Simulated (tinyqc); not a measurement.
Surface potential of a MOS transistor: implicit equation and explicit approximations: two steps of the calculation.

p-type body, charge-sheet picture, depletion and inversion only, full ionisation (an idealisation for deep acceptors), Boltzmann statistics (rough once Na exp(x - xn) passes about Nc/7). In units of Vt: xg = (Vg - Vfb)/Vt, x = psi/Vt, G = gamma/sqrt(Vt), xn = (2 phiF + Vc)/Vt. The implicit equation is (xg - x)^2 = G^2 [x - 1 + exp(x - xn)] for x above about 3. Cox = eps0 eox/tox.

Inputs (values chosen for the exercise); band and dielectric values close to those of 4H silicon carbide: temperature T = 350 K; band gap Eg = 3.24 eV; relative permittivity eps_r = 9.83; conduction-band density of states at T Nc = 2.13e19 cm^-3; valence-band density of states at T Nv = 3.2e19 cm^-3; relative permittivity of the gate insulator (close to silicon dioxide) eox = 3.9; insulator thickness tox = 13 nm; acceptor density Na = 5.8e17 cm^-3; flat-band voltage Vfb = -0.62 V; channel-body voltage Vc = 0 V; gate-body voltage Vg = 5.8 V.

Constants: q = 1.602176634e-19 C, kB = 1.380649e-23 J/K, Vt = kB T/q, eps0 = 8.8541878128e-14 F/cm where lengths are in cm. Results are converted to the units shown.

Task 1. Scales. ni = sqrt(Nc Nv) exp(-Eg/(2 Vt)), Eg in volts; phiF = Vt ln(Na/ni); gamma = sqrt(2 q eps0 eps_r Na)/Cox; VT = Vfb + Vt (xn + G sqrt(xn - 1)).

Wanted: phiF; gamma; G; xn; VT; xg.

Result 1.

phiF = 1.505 V
gamma = 1.514 V^0.5
G = 8.719
xn = 99.81
VT = 5.004 V
xg = 212.9

Task 2. New x. D = exp(x - xn), f = (xg - x)^2 - G^2 (x - 1 + D), f' = -2 (xg - x) - G^2 (1 + D), x(new) = x - f/f'.

x after iteration 1 = 117.40000
G = 8.7185621
xn = 99.810785
xg = 212.86002

Wanted: D; f; f'; x after iteration 2.

Result 2.

D = 4.354e7
f = -3.310e9
f' = -3.310e9
x after iteration 2 = 116.4

tinyqc, about 0.01 s, one thread, Intel Xeon 2.30GHz (shared host): `OMP_NUM_THREADS=1 python tinyqc.py 2122185 2122186 out.jsonl`
